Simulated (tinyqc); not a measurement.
# Vertical double-diffused power MOSFET, components of the on-resistance, step by step

tinyqc, about 0.01 s, one thread, Intel Xeon 2.30GHz (shared host): `OMP_NUM_THREADS=1 python tinyqc.py 2230021 2230022 out.jsonl` Printed values are rounded.

Stripe cells of pitch Wp + a, two channels a cell. Current flows through the channels, spreads in the accumulation layer, passes the gap between the p bodies and spreads at 45 degrees into the drift layer below them. Low drain voltage, full ionisation.

Parameters, values chosen for the exercise; bulk values close to those of silicon: temperature T = 350 K; relative permittivity eps_r = 11.7; critical-field constant Kc = 4080 V/cm per (cm^-3)^(1/8); rated breakdown voltage of the drift layer BV = 60 V; drift mobility at 300 K mud = 1210 cm^2/(V s); temperature exponent of the drift mobility bt = 2; gate oxide thickness (eps_r 3.9) tox = 35 nm; gate overdrive Vov = 9 V; channel mobility mch = 180 cm^2/(V s); accumulation-layer mobility mac = 590 cm^2/(V s); channel length Lc = 0.7 um; width of the p body in one cell, channels included Wp = 5.6 um; gap between neighbouring p bodies a = 1.6 um; depth of the p body xp = 0.8 um; doping of the gap over the drift doping Nj = 3; built-in voltage of the body junction Vbi = 0.736 V; substrate and contact resistance Rs = 0.31 mohm cm^2.

Constants: q = 1.602176634e-19 C, eps0 = 8.8541878128e-14 F/cm where lengths are in cm. Results are converted to the units shown.

## Drift layer

Triangular field at breakdown with Ec = Kc N^(1/8): BV = eps0 eps_r Ec^2/(2 q N), so N = (eps0 eps_r Kc^2/(2 q BV))^(4/3); W = 2 BV/Ec; mu = mud (T/300 K)^(-bt); rho = 1/(q mu N); ideal resistance rho W.

N = 8.65003e15 cm^-3
Ec = 0.400671 MV/cm
W = 2.99498 um
mu = 888.980 cm^2/(V s)
rho = 0.811671 ohm cm
ideal resistance = 0.243094 mohm cm^2

## Components of the on-resistance

Pitch p = Wp + a, Cox = 3.9 eps0/tox; zero-bias depletion in the gap w0 = sqrt(2 eps0 eps_r Vbi/(q N Nj)), open gap g = a - 2 w0; R_ch = Lc p/(2 mch Cox Vov); R_acc = 0.6 a p/(4 mac Cox Vov), 0.6 being an empirical factor for current leaving the layer along its length; R_gap = (rho/Nj) xp p/g; spreading depth t = min(W, (p - g)/2); R_drift = (rho p/2) ln((g + 2 t)/g) + rho (W - t); R_on = the sum with Rs.

w0 = 0.191512 um
g = 1.21698 um
components (mohm cm^2): channel 0.157667, accumulation 0.0329840, gap 0.128056, drift 0.519732, substrate 0.31
R_on = 1.14844 mohm cm^2
shares (%): channel 13.7288, accumulation 2.8721, gap 11.1504, drift 45.2555, substrate 26.9932

The drift term is the largest. R_on is 4.72 times the ideal drift resistance, and spreading raises the drift term to 2.14 times it.
